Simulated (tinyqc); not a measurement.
# Surface potential of a MOS transistor: implicit equation and explicit approximations, step by step

Computed by the program tinyqc: `OMP_NUM_THREADS=1 python tinyqc.py 2122195 2122196 out.jsonl`, one thread of a shared Intel Xeon 2.30GHz, about 0.01 s for the whole run. Printed values are rounded.

p-type body, charge-sheet picture, depletion and inversion only, full ionisation (an idealisation for deep acceptors), Boltzmann statistics (rough once Na exp(x - xn) passes about Nc/7). In units of Vt: xg = (Vg - Vfb)/Vt, x = psi/Vt, G = gamma/sqrt(Vt), xn = (2 phiF + Vc)/Vt. The implicit equation is (xg - x)^2 = G^2 [x - 1 + exp(x - xn)] for x above about 3. Cox = eps0 eox/tox.

Inputs (values chosen for the exercise); band and dielectric values close to those of silicon:
- T = 250 K (temperature)
- Eg = 1.14 eV (band gap)
- eps_r = 11.7 (relative permittivity)
- Nc = 2.09e19 cm^-3 (conduction-band density of states at T)
- Nv = 2.05e19 cm^-3 (valence-band density of states at T)
- eox = 3.9 (relative permittivity of the gate insulator (close to silicon dioxide))
- tox = 4.2 nm (insulator thickness)
- Na = 3.2e16 cm^-3 (acceptor density)
- Vfb = -0.82 V (flat-band voltage)
- Vc = 1 V (channel-body voltage)
- Vg = 1.34 V (gate-body voltage)

Constants: q = 1.602176634e-19 C, kB = 1.380649e-23 J/K, Vt = kB T/q, eps0 = 8.8541878128e-14 F/cm where lengths are in cm. Results are converted to the units shown.

## Scales

ni = sqrt(Nc Nv) exp(-Eg/(2 Vt)), Eg in volts; phiF = Vt ln(Na/ni); gamma = sqrt(2 q eps0 eps_r Na)/Cox; VT = Vfb + Vt (xn + G sqrt(xn - 1)).

phiF = 0.430569 V
gamma = 0.125357 V^0.5
G = 0.854067
xn = 86.3905
VT = 1.21116 V
xg = 100.263

## Explicit approximation

Depletion value a = 1 + [sqrt(G^2/4 + xg - 1) - G/2]^2; inversion value b = xn + ln[(xg - xn)^2/G^2 - xn + 1] and first guess y = min(a, b) - ln(1 + exp(-|a - b|)) if a > xn + 1, else b = y = a; one second-order correction with D = exp(y - xn), p = 2 (xg - y) + G^2 (1 + D), w = (xg - y)^2 - G^2 (y - 1 + D): z = y + 2 w/(p + sqrt(p^2 - 2 (2 - G^2 D) w)), or the Newton step z = y + w/p where the root is not real.

a = 92.1108
b = 91.5747
y = 91.1141
p = 101.146
w = -64.1480
z = 90.4799

The root of the implicit equation is x = 90.2600; y misses it by 0.85 and z by 0.22, in units of Vt (Newton branch).

## Starting value

x = a rounded to two decimals.

x at the start = 92.11

## Iteration 1: new x

D = exp(x - xn), f = (xg - x)^2 - G^2 (x - 1 + D), f' = -2 (xg - x) - G^2 (1 + D), x(new) = x - f/f'.

D = 304.764
f = -222.291
f' = -239.340
x after iteration 1 = 91.1812

## Iteration 2: new x

As before.

D = 120.394
f = -71.1210
f' = -106.712
x after iteration 2 = 90.5148

## Course of the iteration

Stop when the step is below 1e-11, or after 60 iterations.

Course of the iteration:
```
iteration  x before the step      step
1                      92.11    -0.929
2                    91.1812    -0.666
3                    90.5148    -0.235
4                    90.2796   -0.0195
5                    90.2601  -1.14e-4
6                    90.2600  -3.86e-9
7                    90.2600         0
```

Converged in 7 iterations.

## Potential, charges and gate control

converged x = 90.2600

psi = Vt x; N_dep = Cox Vt G sqrt(x - 1)/q; N_inv = (Cox Vt G/q) [sqrt(x - 1 + exp(x - xn)) - sqrt(x - 1)]; dpsi/dVg = 1/[1 + G^2 (1 + exp(x - xn))/(2 (xg - x))].

psi = 1.94450 V
N_dep = 8.92045e11 cm^-2
N_inv = 2.1382e11 cm^-2
dpsi/dVg = 0.359252

psi lies 3.9 Vt above 2 phiF + Vc.
